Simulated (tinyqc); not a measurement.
Worked calculation: Cabrera-Mott growth of a thin oxide under its own electric field. Computed by tinyqc, a small Python program that keeps every step. Command: `OMP_NUM_THREADS=1 python tinyqc.py 3007181 3007182 out.jsonl cabrera walk`. One thread of a shared host (Intel(R) Xeon(R) Processor @ 2.30GHz), about 0.02 s of CPU time with the checks. Intermediate numbers are printed to about 7 digits and carried at full precision; extremes and crossings named in words are read from the listed rows.

Electrons cross the film freely and set a fixed potential V across it; the field V/x lowers the barrier for ions entering the oxide.

Inputs (values chosen for the exercise, for a model metal):

| quantity | value | unit |
|---|---|---|
| barrier W | 1.7 | eV |
| Mott potential V | 1.8 | V |
| ion charge number z | 2 | - |
| half jump distance b | 1.4 | angstrom |
| prefactor u0 = N Omega nu | 4.4e+13 | angstrom/s |
| temperature T | 300 | K |
| starting thickness x0 | 3.9 | angstrom |
| time t | 1400 | s |

Backward hops: ignored.

Constants: k_B = 8.617333262e-05 eV/K.

## Scales

u = u0 exp(-W/(k_B T)), X1 = z b V/(k_B T) with V in volts and k_B T in eV; dx/dt = u exp(X1/x).

u = 1.215373e-15 angstrom/s

X1 = 194.9559 angstrom

## Field and rate at the start

Field E = V/x; the barrier is lowered by z b V/x.

field = 46.15385 MV/cm

barrier lowering = 1.292308 eV

rate = 6230506 angstrom/s

## Thickness after time t

t(x) = int_(x0)^x dx / (dx/dt) by Gauss-Legendre quadrature (80 points on each side of (x0 + 2 x)/3), solved for x.

thickness x = 7.556623 angstrom

rate at time t = 1.946354e-04 angstrom/s

field at time t = 23.82016 MV/cm

X1/x = 25.8: the field term still rules. Caution: the starting field or rate is formal: the first layers form as fast as oxygen arrives.

## Limiting thickness

Growth counts as stopped when u exp(X1/x) falls to 1e-5 angstrom/s: x_L = X1/ln(1e-5/u), defined while u is below that rate; the critical temperature is T_c = W/(k_B ln(u0/1e-5)).

limiting thickness x_L = 8.539162 angstrom

critical temperature T_c = 459.5513 K

T is below T_c, so the rate is below that level in any film thicker than x_L; growth goes on there, ever more slowly.

## Growth over eight decades

Closed form for thin films (leading term of the integral): x solves (x^2/(u X1)) exp(-X1/x) = t.

Thickness:

| t (s) | x (angstrom) | 1/x (1/angstrom) | closed form (angstrom) |
|---|---|---|---|
| 1.00e+00 | 5.98199 | 0.1671685 | 5.97198 |
| 1.00e+01 | 6.40844 | 0.1560442 | 6.39624 |
| 1.00e+02 | 6.89817 | 0.1449660 | 6.88308 |
| 1.00e+03 | 7.46600 | 0.1339405 | 7.44708 |
| 1.00e+04 | 8.13170 | 0.1229755 | 8.10755 |
| 1.00e+05 | 8.92214 | 0.1120807 | 8.89071 |
| 1.00e+06 | 9.87477 | 0.1012682 | 9.83289 |
| 1.00e+07 | 11.04320 | 0.0905535 | 10.98586 |
| 1.00e+08 | 12.50679 | 0.0799566 | 12.42565 |

Per decade of time the film gains 0.43 angstrom at first and 1.5 at the end. The inverse-logarithmic law predicts -X1 d(1/x)/d ln t near 1; the rows give 0.94 at first and 0.90 at the end. The closed form misses by at most 0.65 %.

Checks made by the program: quadrature against adaptive integration (relative difference below 1e-10).
